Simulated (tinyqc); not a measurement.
Comparisons within one model: Shockley-Read-Hall recombination through one deep level. A value that a table varies takes the place of the one given here.

One level at Et with degeneracy 1: tn = 1/(sn vth Nt), tp = 1/(sp_ vth Nt), n1 = Nc exp((Et - Eg)/kT), p1 = Nv exp(-Et/kT), ni^2 = n1 p1. Equilibrium n0 = Nm, p0 = ni^2/Nm; n = n0 + dn, p = p0 + dn. U = (n p - ni^2)/(tp (n + n1) + tn (p + p1)), lifetime dn/U; emission rates en = sn vth n1, ep = sp_ vth p1.

Constants: kB = 8.617333262e-05 eV/K.

Parameters, chosen for this exercise (gap and densities of states near those of InP at this temperature; the results hold for these values, not for the real material):

| symbol | value | unit | meaning |
|---|---|---|---|
| E1 | 0.41 | eV | level (+1/0) above Ev |
| E2 | 0.732 | eV | level (0/-1) above Ev |
| gm | 2 |  | degeneracy of the middle state, the others 1 |
| T | 250 | K |  |
| Eg | 1.371 | eV | gap |
| Nc | 4.25e+17 | 1/cm^3 | conduction-band density of states |
| Nv | 9.33e+18 | 1/cm^3 | valence-band density of states |
| Nd | 1.1e+14 | 1/cm^3 | ionised shallow donors minus acceptors |
| Et | 0.41 | eV | recombination level above Ev |
| Nt | 3.2e+14 | 1/cm^3 | defects |
| sn | 1.9e-16 | cm^2 | electron capture cross-section |
| sp_ | 2.3e-15 | cm^2 | hole capture cross-section |
| vth | 14000000 | cm/s | thermal velocity, both carriers |
| Nm | 2.8e+16 | 1/cm^3 | equilibrium electrons for the lifetime steps |
| dn | 5e+12 | 1/cm^3 | excess pairs |

## Charge state against the Fermi level (deep level with several charge states)

Energies from Ev. The defect has charge states +1, 0, -1 with weights 1, gm exp((EF - E1)/kT), exp((2 EF - E1 - E2)/kT); the shares are the weights over their sum. Boltzmann carriers: n = Nc exp((EF - Eg)/kT), p = Nv exp(-EF/kT). Neutrality: p - n + Nd + Nt <q> = 0.

Shares:

| EF (eV) | +1 | 0 | -1 | <q> |
|---|---|---|---|---|
| 0.082 | 1.000 | 0.000 | 0.000 | 1.000 |
| 0.192 | 1.000 | 0.000 | 0.000 | 1.000 |
| 0.302 | 0.987 | 0.013 | 0.000 | 0.987 |
| 0.411 | 0.323 | 0.677 | 0.000 | 0.323 |
| 0.521 | 0.003 | 0.997 | 0.000 | 0.003 |
| 0.631 | 0.000 | 0.995 | 0.005 | -0.005 |
| 0.740 | 0.000 | 0.580 | 0.420 | -0.420 |
| 0.850 | 0.000 | 0.008 | 0.992 | -0.992 |
| 0.960 | 0.000 | 0.000 | 1.000 | -1.000 |
| 1.069 | 0.000 | 0.000 | 1.000 | -1.000 |
| 1.179 | 0.000 | 0.000 | 1.000 | -1.000 |
| 1.289 | 0.000 | 0.000 | 1.000 | -1.000 |

Where the levels are several kT apart the middle state rules between about E1 - kT ln gm = 0.395 and E2 + kT ln gm = 0.747 eV; its largest share listed is 0.997. Each step spreads from 10 % to 90 % over 4.4 kT = 0.095 eV.

## Defects against doping (deep level with several charge states)

Nt takes the listed multiples of |Nd|; the resistivity uses mobilities of 1000 (electrons) and 300 (holes) cm^2/(V s), chosen for the exercise, and e = 1.602176634e-19 C.

Neutral state:

| Nt/\|Nd\| | EF (eV) | n (1/cm^3) | p (1/cm^3) | rho (ohm cm) |
|---|---|---|---|---|
| 0.01 | 1.1928 | 1.09e+14 | 8.38e-06 | 57.3 |
| 0.10 | 1.1908 | 9.90e+13 | 9.21e-06 | 63.0 |
| 0.30 | 1.1854 | 7.70e+13 | 1.18e-05 | 81.1 |
| 0.60 | 1.1733 | 4.40e+13 | 2.07e-05 | 142 |
| 0.90 | 1.1435 | 1.10e+13 | 8.29e-05 | 567 |
| 1.10 | 0.7965 | 1.12e+06 | 817 | 5.59e+09 |
| 1.50 | 0.7619 | 2.23e+05 | 4.09e+03 | 2.78e+10 |
| 3.00 | 0.7320 | 5.58e+04 | 1.63e+04 | 1.03e+11 |
| 10.00 | 0.6996 | 1.24e+04 | 7.36e+04 | 1.81e+11 |

EF goes from 1.193 to 0.700 eV and the resistivity from 57.3 to 1.81e+11 ohm cm, with a largest value of 1.81e+11. The largest move of EF, -0.347 eV, comes between Nt/|Nd| = 0.9 and 1.1; the levels lie at 0.41 and 0.732 eV. A defect can take up to one carrier of either sign, so the doping can be cancelled no earlier than Nt = |Nd|, there only if EF lies well beyond the level that takes the carriers and otherwise at larger Nt (mean charge -0.10 in the last row). The type changes along the table.

## Lifetime against injection

Recombination:

| dn (1/cm^3) | lifetime (microsecond) | U (1/(cm^3 s)) |
|---|---|---|
| 1.0e+11 | 0.09706 | 1.03e+18 |
| 1.0e+12 | 0.09709 | 1.03e+19 |
| 1.0e+13 | 0.09747 | 1.03e+20 |
| 1.0e+14 | 0.1012 | 9.88e+20 |
| 1.0e+15 | 0.1376 | 7.27e+21 |
| 1.0e+16 | 0.4062 | 2.46e+22 |
| 1.0e+17 | 1.015 | 9.85e+22 |
| 1.0e+18 | 1.240 | 8.07e+23 |

The lifetime rises from 0.09706 to 1.24 microsecond; tn + tp = 1.272. At low injection it is tp (1 + n1/n0) + tn p1/n0 with n1/Nm = 6.4e-19 and p1/Nm = 1.8e-06: re-emission is negligible, so minority capture alone counts. Auger and radiative paths are left out; they cut in at the highest injections, and in a doped direct-gap crystal the radiative one counts at all injections. dn = dp neglects trapped charge, which matters where the traps hold a charge comparable with dn, at low injection and with very unequal cross sections.

## Where a level does most harm

Et takes the values listed; G = Nt en ep/(en + ep) in a depleted region; the lifetime is for dn = 1e11 1/cm^3.

Results:

| Et (eV) | lifetime (microsecond) | G (1/(cm^3 s)) |
|---|---|---|
| 0.082 | 8.80 | 0.00374 |
| 0.192 | 0.150 | 0.618 |
| 0.302 | 0.0974 | 102 |
| 0.411 | 0.0971 | 1.61e+04 |
| 0.521 | 0.0971 | 2.65e+06 |
| 0.631 | 0.0971 | 4.37e+08 |
| 0.740 | 0.0971 | 4.32e+10 |
| 0.850 | 0.0971 | 7.04e+08 |
| 0.960 | 0.0971 | 4.27e+06 |
| 1.069 | 0.0971 | 2.71e+04 |
| 1.179 | 0.0973 | 164 |
| 1.289 | 0.130 | 0.995 |

Generation peaks where en = ep, at Eg/2 + (kT/2) ln(sp_ Nv/(sn Nc)) = 0.746 eV; the largest value listed is at 0.740 eV, and G falls by a decade for each 0.050 eV away from the peak. The lifetime is within a factor 2 of its minimum, 0.0971 microsecond, from 0.192 to 1.289 eV: recombination tolerates a wide range of Et, generation a narrow one.

## What moves lifetime and leakage

G = Nt en ep/(en + ep). Each row changes one parameter from the base and keeps the others.

Results:

| case | lifetime (microsecond) | G (1/(cm^3 s)) |
|---|---|---|
| base | 0.09726 | 1.53e+04 |
| Et = 0.45 eV | 0.09726 | 9.81e+04 |
| sn = 3.8e-16 cm^2 | 0.09716 | 3.07e+04 |
| sp_ = 4.6e-15 cm^2 | 0.04874 | 1.53e+04 |
| Nt = 1.6e+14 1/cm^3 | 0.1945 | 7.66e+03 |
| Nm = 8.4e+16 1/cm^3 | 0.09712 | 1.53e+04 |
| dn = 1.5e+13 1/cm^3 | 0.09768 | 1.53e+04 |

The largest shifts from the base row, up to three for each result and ties (the steps differ in size, so this ranks the rows, not the parameters). lifetime (microsecond): Nt +0.0973, sp_ -0.0485, dn +0.000419; unchanged at the printed digits by Et. G (1/(cm^3 s)): Et +8.28e+04, sn +1.53e+04, Nt -7.66e+03; unchanged at the printed digits by sp_, Nm and dn.

(tinyqc, `OMP_NUM_THREADS=1 python tinyqc.py 1650124 1650125 out.jsonl`, Intel(R) Xeon(R) Processor @ 2.30GHz, 1 thread, shared host, about 0.01 s.)
